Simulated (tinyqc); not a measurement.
Threshold spread from leakage statistics.

Problem. VT is Gaussian with standard deviation s and Ioff goes as exp(-VT/(n Vt)), so Ioff is log-normal: mean/median = exp(w^2/2) with w = s/(n Vt). Find w, s, the relative standard deviation sqrt(exp(w^2) - 1) and the share of devices that leak more than the mean, erfc(w/(2 sqrt(2)))/2.

Inputs (values chosen for the exercise):
```
symbol,value,unit,meaning
T,300,K,temperature
n,1.13,,subthreshold factor
```

Constants: q = 1.602176634e-19 C, kB = 1.380649e-23 J/K, Vt = kB T/q. Results are converted to the units shown.

mean/median of the off current = 1.1258269

Solution. w = sqrt(2 ln(mean/median)); the mean lies w/2 standard deviations out in ln Ioff.

w = 0.4869
s = 14.22 mV
relative standard deviation = 0.5172
share above the mean = 40.38 %

Computed by the program tinyqc: `OMP_NUM_THREADS=1 python tinyqc.py 2090056 2090057 out.jsonl`, one thread of a shared Intel Xeon 2.30GHz, about 0.01 s for the whole run.
